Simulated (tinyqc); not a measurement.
## Bandgap voltage reference from two bipolar transistors: effect of the output resistor at T0

Two transistors of area 1 and N carry the same current I. Is(T) = Is (T/T0)^eta exp[(Vg0 q/kB)(1/T0 - 1/T)], VBE1 = Vt ln(I/Is(T)) + I rb, VBE2 = Vt ln(I/(N Is(T))) + I rb/N. The amplifier forces I R1(T) = VBE1 - VBE2 + Vos, with R(T) = R (1 + tc (T - T0)) for both resistors, and the output is Vref = VBE1 + I R2(T). Base currents and the Early effect are neglected.

Vt = kB T/q; I = (Vt ln N + Vos)/(R1(T) - rb (1 - 1/N)). Box coefficient: span of Vref between 233 and 398 K over its average over T and over 165 K. The last column is the R2 that gives zero slope at T0.

Parameters, values chosen for the exercise; values of the order met in silicon bipolar transistors: reference temperature T0 = 300 K; band-gap voltage extrapolated to 0 K Vg0 = 1.147 V; temperature exponent of the saturation current eta = 3.5; saturation current of the unit transistor at T0 Is = 4.7e-16 A; area ratio of the second transistor N = 15; resistor across which the difference of VBE falls, at T0 R1 = 22 kohm; temperature coefficient of both resistors tc = -200 ppm/K; offset of the amplifier Vos = -0.6 mV; series resistance of the unit transistor rb = 45 ohm.

Constants: q = 1.602176634e-19 C, kB = 1.380649e-23 J/K. Results are converted to the units shown.

Results:
```
R2 (kohm)	I at T0 (uA)	Vref at T0 (V)	slope at T0 (uV/K)	box coefficient (ppm/K)	R2 for zero slope (kohm)
180.2	3.161	1.155	-167.0	151.8	195.9
186.1	3.161	1.173	-104.3	95.67	195.9
195.9	3.161	1.204	-0.1125	14.87	195.9
199.8	3.161	1.217	41.34	28.82	195.9
205.7	3.161	1.235	104.1	77.90	195.9
211.6	3.161	1.254	166.8	126.6	195.9
```

Estimate the missing row, R2 = 192 kohm.

Computed row:
```
R2 (kohm)	I at T0 (uA)	Vref at T0 (V)	slope at T0 (uV/K)	box coefficient (ppm/K)	R2 for zero slope (kohm)
192	3.161	1.192	-41.57	41.74	195.9
```

With this row back in the table: As R2 goes from 180.2 to 211.6, Vref rises from 1.155 to 1.254 V and the box coefficient goes from 152 through a minimum of 14.9 (at R2 = 195.9 among the rows listed) to 127 ppm/K. One per cent in R2 moves the slope by 20.8 uV/K.

Program tinyqc, `OMP_NUM_THREADS=1 python tinyqc.py 2062133 2062134 out.jsonl`; Intel Xeon 2.30GHz, shared host, one thread, about 0.03 s.
